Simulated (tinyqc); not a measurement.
Mesh and choice of bands: charge neutrality level from zone-averaged pseudopotential bands.

Empirical pseudopotential on the fcc lattice, atoms at +/- tau, tau = a (1,1,1)/8, no spin-orbit coupling. H(G,G') = c (2 pi/a)^2 |k + G|^2 delta + VS(q) cos(q.tau) + i VA(q) sin(q.tau), q = G - G', c = hbar^2/2m0; k and G in units of 2 pi/a; VS at |q|^2 = 3, 8, 11 and VA at 3, 4, 11, in rydberg, zero elsewhere. At each k the basis holds all G with |k + G|^2 up to 16; energies are counted from the fourth level at Gamma.

Mesh: k = sum_i (n_i + 1/2)/N b_i, n_i = 0 ... N - 1, b = (-1,1,1), (1,-1,1), (1,1,-1); points with the same sorted |kx|, |ky|, |kz| after folding to the shortest k + G are joined, with their count as weight. Neutrality (branch-point) level: E_N = (1/2) mean over k of [E5 + (E3 + E4)/2], E_n the n-th level from below.

Constants: hbar^2/2m0 = 3.80998211 eV angstrom^2; Ry = 13.60569312 eV.

Values chosen for the exercise:

| symbol | value | unit | meaning |
|---|---|---|---|
| a | 6.137 | angstrom | lattice constant |
| VS | (-0.218, 0.001, 0.051) | Ry | symmetric form factors |
| VA | (0.06, 0.051, 0.009) | Ry | antisymmetric form factors |

E_N with E5 alone, and with (E5 + E6)/2 in its place.

Results:

| N | joined points | E_N (eV) | E_N, two conduction bands (eV) |
|---|---|---|---|
| 1 | 1 | 0.4799 | 1.2694 |
| 2 | 2 | 0.6038 | 1.2019 |
| 3 | 6 | 0.7726 | 1.1090 |
| 4 | 10 | 0.7506 | 1.1255 |
| 5 | 19 | 0.7590 | 1.1186 |

For scale, the lowest gap of this set is 0.87 eV. Against N = 5 the errors are -279, -155, +14 and -8 meV for N = 1 to 4 (N = 1 is the L point alone). Taking the second conduction band in moves E_N by +0.36 eV, more than the mesh error at N = 2: the definition, not the mesh, limits the estimate. Local form factors place the indirect gaps only to a few tenths of an eV, and E_N moves with them.

tinyqc: `OMP_NUM_THREADS=1 python tinyqc.py 1850789 1850790 out.jsonl`; about 0.08 s, one thread, shared Intel(R) Xeon(R) Processor @ 2.30GHz.
